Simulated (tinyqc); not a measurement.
Worked calculation: UKS/LDA (VWN5) in the sto-3g basis, for H3, spin multiplicity 2. Computed by tinyqc, a small Python program that keeps every step (integrals from PySCF). Settings: charge = 0, multiplicity = 2, basis = sto-3g, energy threshold = 1e-08, iteration cap = 89, orthogonalisation = canonical, start = random, DIIS depth = 6, method = UKS, functional = lda,vwn, grid = [30, 50]. Command: `OMP_NUM_THREADS=1 python tinyqc.py 24821 24822 out.jsonl` (the two numbers bound the seeds that draw the settings). One thread of a shared host (Intel(R) Xeon(R) Processor @ 2.60GHz), about 1 s of CPU time with the checks. Later iterations appear only in the table of the cycle.

## One-electron integrals

Geometry (angstrom):
```
atom         x         y         z
H     0.000000  0.000000  0.000000
H     0.000000  0.000000  1.508000
H     0.000000  1.437000  0.754000
```

Basis sto-3g: exponents (1/bohr^2) and contraction coefficients of normalised primitives:
```
element  l (shell)  exponent  coefficient
H            s (1)  3.425251     0.154329
H            s (1)  0.623914     0.535328
H            s (1)  0.168855     0.444635
```

Overlap, kinetic and nuclear-attraction integrals over the contracted functions; the nuclear repulsion is the sum of Za Zb / Rab.

nuclear repulsion = 1.00309061 hartree

overlap S, order 1H 1s, 2H 1s, 3H 1s:
$$\begin{pmatrix}
1.000000 & 0.253859 & 0.214728 \\
0.253859 & 1.000000 & 0.214728 \\
0.214728 & 0.214728 & 1.000000
\end{pmatrix}$$

kinetic energy T (hartree), order 1H 1s, 2H 1s, 3H 1s:
$$\begin{pmatrix}
0.760032 & 0.008969 & 0.001114 \\
0.008969 & 0.760032 & 0.001114 \\
0.001114 & 0.001114 & 0.760032
\end{pmatrix}$$

nuclear attraction V (hartree), order 1H 1s, 2H 1s, 3H 1s:
$$\begin{pmatrix}
-1.901474 & -0.418590 & -0.347483 \\
-0.418590 & -1.901474 & -0.347483 \\
-0.347483 & -0.347483 & -1.877253
\end{pmatrix}$$

core Hamiltonian H = T + V (hartree), order 1H 1s, 2H 1s, 3H 1s:
$$\begin{pmatrix}
-1.141442 & -0.409622 & -0.346369 \\
-0.409622 & -1.141442 & -0.346369 \\
-0.346369 & -0.346369 & -1.117221
\end{pmatrix}$$

## Two-electron integrals

Functions are numbered as in S; the eight-fold symmetry (ij|kl) = (ji|kl) = (kl|ij) leaves the list below.

Two-electron integrals (ij|kl) in chemists' order, unique and non-zero (hartree):
```
(11|11) 0.774606   (21|11) 0.135806   (21|21) 0.036513   (22|11) 0.344154
(22|21) 0.135806   (22|22) 0.774606   (31|11) 0.111236   (31|21) 0.025246
(31|22) 0.078336   (31|31) 0.025490   (32|11) 0.078336   (32|21) 0.025246
(32|22) 0.111236   (32|31) 0.021608   (32|32) 0.025490   (33|11) 0.321838
(33|21) 0.088101   (33|22) 0.321838   (33|31) 0.111236   (33|32) 0.111236
(33|33) 0.774606
```

## Orthogonalisation

S = U s U^T; canonical form X = U s^(-1/2), so that X^T S X = 1. Each column of U has its largest component positive (the first on a tie).

eigenvalues of S: [0.746141, 0.797798, 1.456061]

X, order 1H 1s, 2H 1s, 3H 1s:
$$\begin{pmatrix}
0.818605 & -0.438765 & 0.487761 \\
-0.818605 & -0.438765 & 0.487761 \\
0.000000 & 0.931891 & 0.459307
\end{pmatrix}$$

## Starting guess

The start is random orthonormal orbitals; D(s) = C_occ C_occ^T for each spin.

D(alpha) at the start, order 1H 1s, 2H 1s, 3H 1s:
$$\begin{pmatrix}
1.069635 & -0.106683 & -0.328536 \\
-0.106683 & 0.528107 & 0.433553 \\
-0.328536 & 0.433553 & 0.411322
\end{pmatrix}$$

D(beta) at the start, order 1H 1s, 2H 1s, 3H 1s:
$$\begin{pmatrix}
0.566203 & -0.427819 & -0.461521 \\
-0.427819 & 0.323257 & 0.348722 \\
-0.461521 & 0.348722 & 0.376193
\end{pmatrix}$$

## Iteration 1: exchange-correlation on the grid

Becke grid with 30 radial and 50 angular points per atom, points of zero weight dropped. rho = sum D_ij phi_i phi_j; V_xc,ij = sum w v_xc phi_i phi_j; v_xc is d(rho eps)/d rho(s) for spin s.

The 16 grid points with the largest w rho, of 4500 (bohr, atomic units):
```
x                  y          z         w  rho(alpha)  rho(beta)     eps_xc  v_xc(alpha)
0.000000   -0.761462  -0.761462  0.067271    0.043476   0.021188  -0.352546    -0.483569
0.000000   -0.916242  -0.916242  0.111358    0.026059   0.012703  -0.301325    -0.411951
-0.761462   0.000000  -0.761462  0.067271    0.042877   0.020309  -0.350484    -0.481082
0.761462    0.000000  -0.761462  0.067271    0.042877   0.020309  -0.350484    -0.481082
0.916242    0.000000  -0.916242  0.111356    0.025617   0.012055  -0.299145    -0.409313
-0.916242   0.000000  -0.916242  0.111356    0.025617   0.012055  -0.299145    -0.409313
0.761462   -0.761462   0.000000  0.067247    0.042984   0.019226  -0.349716    -0.480709
-0.761462  -0.761462   0.000000  0.067247    0.042984   0.019226  -0.349716    -0.480709
-0.916242  -0.916242   0.000000  0.111241    0.025707   0.011204  -0.298276    -0.408828
0.916242   -0.916242   0.000000  0.111241    0.025707   0.011204  -0.298276    -0.408828
0.000000   -0.626401  -0.626401  0.039616    0.068669   0.033504  -0.405881    -0.558316
0.000000    0.761462  -0.761462  0.067130    0.041625   0.018435  -0.346110    -0.475754
0.621731   -0.621731  -0.621731  0.062857    0.043312   0.020797  -0.351840    -0.482794
-0.621731  -0.621731  -0.621731  0.062857    0.043312   0.020797  -0.351840    -0.482794
-0.748108  -0.748108  -0.748108  0.104051    0.025943   0.012422  -0.300600    -0.411151
0.748108   -0.748108  -0.748108  0.104051    0.025943   0.012422  -0.300600    -0.411151
```

electrons on the grid, sum of w rho = 2.999728

E_xc = sum of w rho eps_xc = -1.00973979 hartree

V_xc(alpha) (hartree), order 1H 1s, 2H 1s, 3H 1s:
$$\begin{pmatrix}
-0.495813 & -0.097926 & -0.077945 \\
-0.097926 & -0.425248 & -0.076406 \\
-0.077945 & -0.076406 & -0.395408
\end{pmatrix}$$

V_xc(beta) (hartree), order 1H 1s, 2H 1s, 3H 1s:
$$\begin{pmatrix}
-0.407435 & -0.078667 & -0.065417 \\
-0.078667 & -0.366067 & -0.067224 \\
-0.065417 & -0.067224 & -0.375032
\end{pmatrix}$$

## Iteration 1: building the Kohn-Sham matrix

J_ij = sum D_kl (ij|kl) with D = D(alpha) + D(beta); F = H + J + V_xc; E = tr D H + tr D J / 2 + E_xc + E_nn.

Coulomb J (hartree), order 1H 1s, 2H 1s, 3H 1s:
$$\begin{pmatrix}
1.615202 & 0.367731 & 0.302798 \\
0.367731 & 1.380982 & 0.289196 \\
0.302798 & 0.289196 & 1.314578
\end{pmatrix}$$

F(alpha) (hartree), order 1H 1s, 2H 1s, 3H 1s:
$$\begin{pmatrix}
-0.022054 & -0.139816 & -0.121516 \\
-0.139816 & -0.185709 & -0.133579 \\
-0.121516 & -0.133579 & -0.198051
\end{pmatrix}$$

F(beta) (hartree), order 1H 1s, 2H 1s, 3H 1s:
$$\begin{pmatrix}
0.066325 & -0.120557 & -0.108988 \\
-0.120557 & -0.126528 & -0.124397 \\
-0.108988 & -0.124397 & -0.177675
\end{pmatrix}$$

total energy of this density = -1.06515894 hartree

## Iteration 1: diagonalisation and new density

Diagonalise F' = X^T F X, C = X C', fill 2 alpha and 1 beta electrons from the bottom; D(s) = C_occ C_occ^T. Each column has its largest component positive (the first on a tie).

F' = X^T F X (alpha) (hartree):
$$\begin{pmatrix}
0.048161 & -0.049579 & 0.069880 \\
-0.049579 & -0.057215 & -0.045004 \\
0.069880 & -0.045004 & -0.272037
\end{pmatrix}$$

orbital energies (alpha) (hartree): MO1 -0.291735, MO2 -0.075809, MO3 0.086453

coefficients C (alpha), order 1H 1s, 2H 1s, 3H 1s:
$$\begin{pmatrix}
0.263148 & -0.103438 & 1.010244 \\
0.554964 & -0.762285 & -0.459866 \\
0.585566 & 0.820518 & -0.251491
\end{pmatrix}$$

F' = X^T F X (beta) (hartree):
$$\begin{pmatrix}
0.121232 & -0.057514 & 0.082796 \\
-0.057514 & -0.021452 & -0.070613 \\
0.082796 & -0.070613 & -0.213741
\end{pmatrix}$$

orbital energies (beta) (hartree): MO1 -0.247653, MO2 -0.035312, MO3 0.169004

coefficients C (beta), order 1H 1s, 2H 1s, 3H 1s:
$$\begin{pmatrix}
0.210686 & 0.132458 & 1.019120 \\
0.495882 & 0.811327 & -0.443159 \\
0.672711 & -0.760072 & -0.221664
\end{pmatrix}$$

D(alpha) after iteration 1, order 1H 1s, 2H 1s, 3H 1s:
$$\begin{pmatrix}
0.079946 & 0.224887 & 0.069218 \\
0.224887 & 0.889063 & -0.300501 \\
0.069218 & -0.300501 & 1.016137
\end{pmatrix}$$

D(beta) after iteration 1, order 1H 1s, 2H 1s, 3H 1s:
$$\begin{pmatrix}
0.044389 & 0.104476 & 0.141731 \\
0.104476 & 0.245899 & 0.333585 \\
0.141731 & 0.333585 & 0.452540
\end{pmatrix}$$

## Iteration 2: exchange-correlation on the grid

As before.

The 16 grid points with the largest w rho, of 4500 (bohr, atomic units):
```
x                 y         z         w  rho(alpha)  rho(beta)     eps_xc  v_xc(alpha)
0.916242   1.799294  1.424853  0.105900    0.024476   0.017242  -0.304487    -0.409227
-0.916242  1.799294  1.424853  0.105900    0.024476   0.017242  -0.304487    -0.409227
-0.761462  1.954074  1.424853  0.066116    0.040622   0.025734  -0.351910    -0.477230
0.761462   1.954074  1.424853  0.066116    0.040622   0.025734  -0.351910    -0.477230
0.000000   1.954074  2.186316  0.062218    0.039227   0.029220  -0.353808    -0.474769
-0.761462  2.715536  0.663391  0.067101    0.041815   0.021462  -0.349443    -0.478406
0.761462   2.715536  0.663391  0.067101    0.041815   0.021462  -0.349443    -0.478406
0.000000   1.954074  0.663391  0.062218    0.042541   0.025571  -0.355335    -0.483327
0.916242   2.715536  0.508612  0.110514    0.025127   0.013158  -0.299335    -0.408220
-0.916242  2.715536  0.508612  0.110514    0.025127   0.013158  -0.299335    -0.408220
0.761462   2.715536  2.186316  0.067101    0.040333   0.022463  -0.347516    -0.474194
-0.761462  2.715536  2.186316  0.067101    0.040333   0.022463  -0.347516    -0.474194
-0.916242  2.715536  2.341095  0.110514    0.023922   0.014022  -0.297328    -0.403559
0.916242   2.715536  2.341095  0.110514    0.023922   0.014022  -0.297328    -0.403559
0.000000   3.476999  0.663391  0.067270    0.041932   0.020055  -0.348279    -0.477860
0.761462   3.476999  1.424853  0.067271    0.041597   0.020169  -0.347689    -0.476841
```

electrons on the grid, sum of w rho = 2.999569

E_xc = sum of w rho eps_xc = -1.02239238 hartree

V_xc(alpha) (hartree), order 1H 1s, 2H 1s, 3H 1s:
$$\begin{pmatrix}
-0.288194 & -0.087812 & -0.073782 \\
-0.087812 & -0.477614 & -0.085078 \\
-0.073782 & -0.085078 & -0.495877
\end{pmatrix}$$

V_xc(beta) (hartree), order 1H 1s, 2H 1s, 3H 1s:
$$\begin{pmatrix}
-0.265324 & -0.076776 & -0.067437 \\
-0.076776 & -0.385831 & -0.075434 \\
-0.067437 & -0.075434 & -0.431888
\end{pmatrix}$$

## Iteration 2: building the Kohn-Sham matrix

As before.

Coulomb J (hartree), order 1H 1s, 2H 1s, 3H 1s:
$$\begin{pmatrix}
1.101161 & 0.336785 & 0.294922 \\
0.336785 & 1.524483 & 0.326790 \\
0.294922 & 0.326790 & 1.655260
\end{pmatrix}$$

F(alpha) (hartree), order 1H 1s, 2H 1s, 3H 1s:
$$\begin{pmatrix}
-0.328475 & -0.160648 & -0.125229 \\
-0.160648 & -0.094573 & -0.104657 \\
-0.125229 & -0.104657 & 0.042162
\end{pmatrix}$$

F(beta) (hartree), order 1H 1s, 2H 1s, 3H 1s:
$$\begin{pmatrix}
-0.305606 & -0.149612 & -0.118884 \\
-0.149612 & -0.002790 & -0.095013 \\
-0.118884 & -0.095013 & 0.106151
\end{pmatrix}$$

total energy of this density = -1.20339053 hartree

## Iteration 2: DIIS over 2 matrices

error matrix X^T (FDS - SDF) X (alpha):
$$\begin{pmatrix}
0.000000 & 0.009560 & -0.151970 \\
-0.009560 & 0.000000 & 0.061879 \\
0.151970 & -0.061879 & 0.000000
\end{pmatrix}$$

B (overlaps of the stored error matrices):
$$\begin{pmatrix}
7.6248328e-02 & 7.2445910e-02 \\
7.2445910e-02 & 1.4145112e-01
\end{pmatrix}$$

Minimise |sum c_i e_i|^2 with sum c_i = 1: solve [B -1; -1 0][c; lambda] = [0; -1] with B_ij = tr e_i^T e_j summed over both spins, and take F = sum c_i F_i.

DIIS coefficients: [0.947774, 0.052226]

extrapolated F(alpha) (hartree), order 1H 1s, 2H 1s, 3H 1s:
$$\begin{pmatrix}
-0.038057 & -0.140904 & -0.121710 \\
-0.140904 & -0.180950 & -0.132068 \\
-0.121710 & -0.132068 & -0.185506
\end{pmatrix}$$

extrapolated F(beta) (hartree), order 1H 1s, 2H 1s, 3H 1s:
$$\begin{pmatrix}
0.046901 & -0.122075 & -0.109505 \\
-0.122075 & -0.120065 & -0.122862 \\
-0.109505 & -0.122862 & -0.162852
\end{pmatrix}$$

## Iteration 2: diagonalisation and new density

As before.

F' = X^T F X (alpha) (hartree):
$$\begin{pmatrix}
0.042085 & -0.043422 & 0.060949 \\
-0.043422 & -0.049981 & -0.036429 \\
0.060949 & -0.036429 & -0.271993
\end{pmatrix}$$

orbital energies (alpha) (hartree): MO1 -0.286775, MO2 -0.066701, MO3 0.073587

coefficients C (alpha), order 1H 1s, 2H 1s, 3H 1s:
$$\begin{pmatrix}
0.289177 & -0.104243 & 1.003020 \\
0.560199 & -0.747073 & -0.478120 \\
0.561637 & 0.834639 & -0.259472
\end{pmatrix}$$

F' = X^T F X (beta) (hartree):
$$\begin{pmatrix}
0.114579 & -0.049781 & 0.071689 \\
-0.049781 & -0.012491 & -0.060587 \\
0.071689 & -0.060587 & -0.213964
\end{pmatrix}$$

orbital energies (beta) (hartree): MO1 -0.240030, MO2 -0.024847, MO3 0.153001

coefficients C (beta), order 1H 1s, 2H 1s, 3H 1s:
$$\begin{pmatrix}
0.238565 & 0.142310 & 1.011620 \\
0.506220 & 0.790976 & -0.467587 \\
0.646974 & -0.781019 & -0.225428
\end{pmatrix}$$

D(alpha) after iteration 2, order 1H 1s, 2H 1s, 3H 1s:
$$\begin{pmatrix}
0.094490 & 0.239874 & 0.075407 \\
0.239874 & 0.871941 & -0.308908 \\
0.075407 & -0.308908 & 1.012059
\end{pmatrix}$$

D(beta) after iteration 2, order 1H 1s, 2H 1s, 3H 1s:
$$\begin{pmatrix}
0.056913 & 0.120767 & 0.154346 \\
0.120767 & 0.256259 & 0.327511 \\
0.154346 & 0.327511 & 0.418575
\end{pmatrix}$$

## Iteration 30 (converged): orbitals

converged F(alpha) (hartree), order 1H 1s, 2H 1s, 3H 1s:
$$\begin{pmatrix}
-0.158990 & -0.144808 & -0.123938 \\
-0.144808 & -0.124537 & -0.122206 \\
-0.123938 & -0.122206 & -0.135412
\end{pmatrix}$$

converged F(beta) (hartree), order 1H 1s, 2H 1s, 3H 1s:
$$\begin{pmatrix}
-0.071315 & -0.140239 & -0.108359 \\
-0.140239 & -0.169647 & -0.114531 \\
-0.108359 & -0.114531 & 0.016070
\end{pmatrix}$$

As before.

F' = X^T F X (alpha) (hartree):
$$\begin{pmatrix}
0.004080 & 0.011053 & -0.014408 \\
0.011053 & -0.026646 & 0.002423 \\
-0.014408 & 0.002423 & -0.275212
\end{pmatrix}$$

orbital energies (alpha) (hartree): MO1 -0.275989, MO2 -0.030028, MO3 0.008239

coefficients C (alpha), order 1H 1s, 2H 1s, 3H 1s:
$$\begin{pmatrix}
0.534776 & -0.649369 & -0.626796 \\
0.449895 & -0.161724 & 0.933798 \\
0.447472 & 0.901611 & -0.257392
\end{pmatrix}$$

F' = X^T F X (beta) (hartree):
$$\begin{pmatrix}
0.026481 & -0.030610 & 0.041583 \\
-0.030610 & 0.095842 & 0.062079 \\
0.041583 & 0.062079 & -0.220535
\end{pmatrix}$$

orbital energies (beta) (hartree): MO1 -0.240441, MO2 0.028479, MO3 0.113751

coefficients C (beta), order 1H 1s, 2H 1s, 3H 1s:
$$\begin{pmatrix}
0.414776 & 0.780150 & -0.565567 \\
0.697500 & -0.772662 & -0.130483 \\
0.262772 & 0.315267 & 0.954433
\end{pmatrix}$$

D(alpha) after iteration 30, order 1H 1s, 2H 1s, 3H 1s:
$$\begin{pmatrix}
0.707666 & 0.345612 & -0.346181 \\
0.345612 & 0.228561 & 0.055503 \\
-0.346181 & 0.055503 & 1.013134
\end{pmatrix}$$

D(beta) after iteration 30, order 1H 1s, 2H 1s, 3H 1s:
$$\begin{pmatrix}
0.172039 & 0.289306 & 0.108991 \\
0.289306 & 0.486507 & 0.183283 \\
0.108991 & 0.183283 & 0.069049
\end{pmatrix}$$

## Convergence

Stop when the energy changes by less than 1e-08 hartree and every element of the error matrix X^T (F D S - S D F) X (for each spin) is below 3e-05.

Course of the cycle:
```
iteration  E (hartree)     change  largest element of the error matrix
1          -1.06515894          -                             1.61e-01
2          -1.20339053  -1.38e-01                             1.70e-01
3          -1.22522267  -2.18e-02                             1.60e-01
4          -1.33453141  -1.09e-01                             1.54e-01
5          -1.30312951   3.14e-02                             1.58e-01
6          -1.37489554  -7.18e-02                             5.46e-02
7          -1.36361851   1.13e-02                             8.93e-02
8          -1.35754127   6.08e-03                             9.90e-02
9          -1.35290313   4.64e-03                             9.67e-02
10         -1.38386791  -3.10e-02                             9.23e-03
11         -1.38346802   4.00e-04                             2.68e-02
12         -1.38126099   2.21e-03                             3.85e-02
13         -1.31235301   6.89e-02                             1.05e-01
14         -1.14418296   1.68e-01                             1.66e-01
...                ...        ...                                  ...
17         -1.38046120   6.49e-04                             3.90e-02
18         -1.29921330   8.12e-02                             1.07e-01
19         -1.37535108  -7.61e-02                             5.35e-02
20         -1.38304266  -7.69e-03                             2.64e-02
21         -1.38409936  -1.06e-03                             1.16e-02
22         -1.36745914   1.66e-02                             5.13e-02
23         -1.36294128   4.52e-03                             5.50e-02
24         -1.38187018  -1.89e-02                             2.54e-02
25         -1.38545225  -3.58e-03                             5.39e-03
26         -1.38548477  -3.25e-05                             4.55e-03
27         -1.38540807   7.67e-05                             6.70e-03
28         -1.38554713  -1.39e-04                             1.07e-04
29         -1.38554717  -4.27e-08                             3.65e-05
30         -1.38554717  -4.23e-09                             6.22e-07
```

PySCF UKS in the same basis, fine grid, after a stability check = -1.38565743 hartree

Converged in 30 iterations. The coarse grid moves the energy by +1.10e-04 hartree.

## Populations, bond orders and dipole

Mulliken: Z minus the diagonal of D S on the atom; Loewdin: the same with S^(1/2) D S^(1/2); Mayer order: 2 sum_s sum (D(s) S)_ij (D(s) S)_ji over the two atoms.

Charges (e):
```
atom   Mulliken    Loewdin  Mulliken spin
1H     0.010047   0.008002       0.452182
2H     0.072479   0.081826      -0.271091
3H    -0.082526  -0.089828       0.818908
```

Mayer bond orders:
```
pair     order
2-1   0.697054
3-1   0.098376
3-2   0.224202
```

dipole moment about the origin, x y z (debye): [0.000000, -0.569610, 0.226104]

<S^2> of the determinant (pure state: 0.75) = 0.821233
